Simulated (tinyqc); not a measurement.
# Inputs raised by 10 %, one at a time

Model: millisecond and nanosecond annealing: surface heating, thermal budget and solid-phase regrowth. Computed by tinyqc, a small Python program. Command: `OMP_NUM_THREADS=1 python tinyqc.py 3004196 3004197 out.jsonl flash sens`. One thread of a shared host (Intel(R) Xeon(R) Processor @ 2.30GHz), about 0.02 s of CPU time with the checks.

A square pulse heats the surface of a thick wafer with constant thermal properties; losses by radiation are neglected and silicon melts at 1414 C.

Inputs (values chosen for the exercise, modelled on hot silicon with boron):

| quantity | value | unit |
|---|---|---|
| incident fluence | 0.158 | J/cm^2 |
| pulse length t_p | 2e-08 | s |
| reflectance R | 0.42 | - |
| thermal conductivity k | 0.26 | W/(cm K) |
| heat capacity per volume c | 2.24 | J/(cm^3 K) |
| preheat temperature T0 | 400 | C |
| absorption depth | 0.25 | um |
| dopant prefactor D0 | 1.05 | cm^2/s |
| dopant activation energy E | 3.52 | eV |
| regrowth prefactor v0 | 5.6e+08 | cm/s |
| regrowth energy E_v | 2.69 | eV |

Source: pulsed laser.

Constants: k_B = 8.617333262e-05 eV/K.

Method:
- Absorbed flux q = (1 - R) fluence/t_p; kappa = k/c. With f(z, t) = (2 q/k) sqrt(kappa t) ierfc(z/(2 sqrt(kappa t))), ierfc(x) = exp(-x^2)/sqrt(pi) - x erfc(x): T = T0 + f(z, t) during the pulse and T0 + f(z, t) - f(z, t - t_p) after it.
- At the surface the rise at the end of the pulse is 2 q sqrt(t_p/(pi k c)); the fluence that just melts the surface scales with (1414 - T0).
- Temperatures in kelvin are T(C) + 273.15.
- Integrate exp(-E/(k_B T(t))) at the surface from 0 to 10 t_p (Gauss-Legendre, 60 points in sqrt(t) up to t_p and 60 in sqrt(t - t_p) after it). (Dt) = D0 x integral with E; regrowth = v0 x integral with E_v; effective time = integral/exp(-E/(k_B T_peak)).

Runs:

| input moved | from | to | diffusion length 2 sqrt(Dt) (nm) | possible regrowth (nm) | effective time over t_p | fluence at the melting threshold (J/cm^2) |
|---|---|---|---|---|---|---|
| base run | - | - | 0.0037858 | 0.090665 | 0.12797 | 0.16722 |
| pulse length t_p (s) | 2e-08 | 2.2e-08 | 0.0027846 | 0.057929 | 0.12720 | 0.17538 |
| reflectance R | 0.42 | 0.462 | 0.0021611 | 0.038433 | 0.12683 | 0.18027 |
| thermal conductivity k (W/(cm K)) | 0.26 | 0.286 | 0.0026550 | 0.052663 | 0.12720 | 0.17538 |
| heat capacity per volume c (J/(cm^3 K)) | 2.24 | 2.464 | 0.0026550 | 0.052663 | 0.12720 | 0.17538 |
| dopant activation energy E (eV) | 3.52 | 3.872 | 0.0010341 | 0.090665 | 0.11680 | 0.16722 |
| dopant prefactor D0 (cm^2/s) | 1.05 | 1.155 | 0.0039706 | 0.090665 | 0.12797 | 0.16722 |

Exponents ln(y'/y) / ln(x'/x):

| input | diffusion length 2 sqrt(Dt) | possible regrowth | effective time over t_p | fluence at the melting threshold |
|---|---|---|---|---|
| pulse length t_p | -3.223 | -4.700 | -0.063 | 0.500 |
| reflectance R | -5.882 | -9.005 | -0.094 | 0.789 |
| thermal conductivity k | -3.723 | -5.700 | -0.063 | 0.500 |
| heat capacity per volume c | -3.723 | -5.700 | -0.063 | 0.500 |
| dopant activation energy E | -13.615 | 0.000 | -0.958 | 0.000 |
| dopant prefactor D0 | 0.500 | 0.000 | 0.000 | 0.000 |

Which inputs matter most for each result?

Among the inputs moved here: diffusion length 2 sqrt(Dt) answers most in size to dopant activation energy E (exponent -13.615), next to reflectance R (-5.882). Its exponent +0.500 in dopant prefactor D0: a diffusion length. Possible regrowth answers most in size to reflectance R (exponent -9.005), next to thermal conductivity k (-5.700); its exponent is below 0.0005 for dopant activation energy E, dopant prefactor D0. Effective time over t_p answers most in size to dopant activation energy E (exponent -0.958), next to reflectance R (-0.094); its exponent is below 0.0005 for dopant prefactor D0. Fluence at the melting threshold answers most in size to reflectance R (exponent +0.789), next to pulse length t_p (+0.500); its exponent is below 0.0005 for dopant activation energy E, dopant prefactor D0. Its exponent +0.500 in pulse length t_p: the heated depth grows as sqrt(t_p). Its exponent +0.500 in thermal conductivity k: the rise goes as 1/sqrt(k c).

Caution (all rows): the absorption depth is not small against the thermal length, so the surface-source formula overstates the peak. Caution (all rows): equilibrium diffusivities are used; implant damage enhances diffusion, and k and c vary with temperature. Caution (all rows): the peak lies above 1150 C, and amorphous silicon melts some 200 to 250 K below the crystal, so a layer that has not regrown before the peak may melt instead. Caution (all rows): a diffusion length below the atomic spacing of 0.235 nm means about one jump per atom or fewer, so the profile does not change measurably.

Extremes, crossings and ranges named in words are read from the listed rows.
